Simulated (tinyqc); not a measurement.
Screening unbinds the donor: static screening by free carriers.

kF = (3 pi^2 n/Mv)^(1/3), EF = c kF^2/m with c = hbar^2/2m0, n in 1/angstrom^3 (1e-24 per 1/cm^3), e2 = e^2/(4 pi eps0). Thomas-Fermi: qTF^2 = 6 pi e2 n/(eps EF). Debye: qD^2 = 4 pi e2 n/(eps kB T).

F_j(eta) = (1/Gamma(j + 1)) integral_0^infinity x^j dx/(1 + exp(x - eta)), which tends to exp(eta) for eta << 0.

At finite T: qs^2 = qD^2 F_-1/2(eta)/F_1/2(eta), where n = Mv N F_1/2(eta) and N = 2 (m kB T/(4 pi c))^(3/2) with c = hbar^2/2m0, in 1/angstrom^3; times 1e24 for 1/cm^3.

Donor in the screened potential -(e2/eps) exp(-qs r)/r with the trial function exp(-r/a): E(a) = c/(m a^2) - (e2/eps) 4/(a (2 + qs a)^2), e2 = e^2/(4 pi eps0), c = hbar^2/2m0; isotropic mass.

Constants: hbar^2/2m0 = 3.80998211 eV angstrom^2; e^2/(4 pi eps0) = 14.39964547 eV angstrom; kB = 8.617333262e-05 eV/K; a0 (Bohr radius) = 0.5291772105 angstrom.

Parameters, chosen for this exercise (near those of Si; shifted at random, so the results belong to these values and not to a real crystal):
- m = 0.3255 m0 (mass of one isotropic valley)
- Mv = 6 (valleys)
- eps = 11.5 (background dielectric constant)
- T = 77 K

All carriers n are taken as free and screen with qs(T); E(a) is minimised over a; a dash marks no bound state. aB = a0 eps/m.

Donor level:
```
n (1/cm^3)  n^(1/3) aB  qs aB  E (meV)   a/aB
1.0e+15          0.019  0.029   -31.60  1.001
1.0e+16          0.040  0.091   -27.79  1.006
5.0e+16          0.069  0.203   -21.73  1.026
2.0e+17          0.109  0.403   -13.11  1.094
4.0e+17          0.138  0.565    -7.88  1.187
1.0e+18          0.187  0.869    -1.48  1.554
3.0e+18          0.270  1.391        -      -
7.0e+18          0.358  1.877        -      -
```

aB = 18.7 angstrom

What does the comparison show?

The level rises from -31.60 meV at the lowest density to -1.48 meV at 1e+18 1/cm^3, against -33.49 meV unscreened. The trial function finds no bound state from 3e+18 1/cm^3 on, where qs aB = 1.39 and n^(1/3) aB = 0.27. This trial function loses binding at qs aB = 1 and the exact Yukawa problem at 1.19; the Mott rule of thumb is n^(1/3) aB = 0.26.

Program tinyqc; command `OMP_NUM_THREADS=1 python tinyqc.py 1652474 1652475 out.jsonl`; about 0.01 s on one thread of a shared Intel(R) Xeon(R) Processor @ 2.30GHz.
